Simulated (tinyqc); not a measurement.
Worked calculation: classical Heisenberg spin chain: exact results, Metropolis, heat-bath and over-relaxation steps, and a Monte Carlo run. Computed by tinyqc, a small Python program that keeps every step. Command: `OMP_NUM_THREADS=1 python tinyqc.py 3130018 3130019 out.jsonl heismc walk`. One thread of a shared host (Intel(R) Xeon(R) Processor @ 2.30GHz), about 0.2 s of CPU time with the checks. Intermediate numbers are printed to about 6 digits and carried at full precision; extremes and crossings named in words are read from the listed rows.

E = -J sum_i s_i . s_(i+1) for unit vectors s_i on an open chain; K = J/(k_B T).

Inputs (values chosen for the exercise, for a model chain of large moments):
```
quantity,value,unit
coupling J,-39,meV
temperature T,231,K
moment mu,3.9,mu_B
length N of the open chain,16,-
seed,477797,-
```

Update: heat bath.

Constants: k_B = 8.617333262e-05 eV/K; mu_B = 5.7883818060e-05 eV/T.

## Exact results

Each bond angle is independent, so u = <s_i . s_(i+1)> = coth K - 1/K, <s_i . s_(i+n)> = u^n, correlation length xi = -1/ln|u|, energy per bond -J u, heat capacity per bond c/k_B = 1 - K^2/sinh^2 K, and for the long chain chi = mu^2 (1 + u)/(3 k_B T (1 - u)) per spin.

K = -1.95920

u = -0.530140

xi = 1.57576 sites

energy per bond = -20.6755 meV

heat capacity = 0.682378 k_B/bond

chi over the Curie value = 0.307070

chi = 0.00452707 mu_B/T per spin

## Finite chain

For N spins, <|sum s|^2>/N = (1 + u)/(1 - u) - 2 u (1 - u^N)/(N (1 - u)^2); the long chain has (1 + u)/(1 - u), chi over the Curie value, and the difference is relative to it.

<|sum s|^2>/N = 0.335372

difference from the long chain = 9.21688 %

## Four single-spin steps

four neighbouring spins (rows; components x, y, z):
```
,1,2,3
1,0.0681,-0.3548,0.9325
2,-0.7895,-0.2461,0.5622
3,-0.7314,-0.3120,-0.6064
4,0.2980,0.8207,-0.4875
```

random numbers, one row a step:
```
,1,2,3
1,0.0640,0.7035,0.3834
2,0.5027,0.4721,0.3694
3,0.3589,0.9725,0.0250
4,0.5152,0.2205,0.5149
```

The given spins are first normalised. Spins 2 and 3 are updated in turn, with h = K (sum of the two neighbours). Heat bath: cos(theta) = 1 + ln(1 - r1 (1 - exp(-2 |h|)))/|h| about n = h/|h|, azimuth 2 pi r2 = phi in the frame a = n x z/|n x z|, b = n x a: s = n cos(theta) + sin(theta)(a cos(phi) + b sin(phi)); r1, r2 are the first two numbers of the row.

Steps:
```
spin,|h|,h . s before,h . s after,move,x,y,z
2,1.95026,-1.70668,1.88550,heat bath,0.648567,0.756344,-0.085467
3,3.77437,1.63967,3.07634,heat bath,0.073208,-0.986581,0.145938
2,3.38335,1.98870,2.93943,heat bath,0.408461,0.778809,-0.476041
3,3.91150,3.26588,3.18791,heat bath,-0.497130,-0.861243,-0.105466
```

## A run and its error bars

From the ordered state (alternating for J < 0), with each spin drawn from exp(h . s), h = K x sum of neighbours, 200 sweeps are discarded and 1600 recorded (even and odd sites in turn; random numbers not printed, so these rows are one sample). Errors are the scatter of block means over sqrt(number of blocks).

Blocking:
```
block length,mean bond product,error,<|sum s|^2>/N,error
1,-0.532067,0.00262167,0.329017,0.00688185
4,-0.532067,0.00288248,0.329017,0.00665860
16,-0.532067,0.00302290,0.329017,0.00733789
40,-0.532067,0.00315719,0.329017,0.00703839
80,-0.532067,0.00313050,0.329017,0.00626686
```

With blocks of 40 the bond product is 0.6 error bars from the exact u = -0.5301, and <|sum s|^2>/N is 0.9 from the exact 0.335. Blocking to 40 changes the two errors by factors 1.2 and 1.0.

Checks made by the program: c against a difference of the energy (relative difference 2e-10).
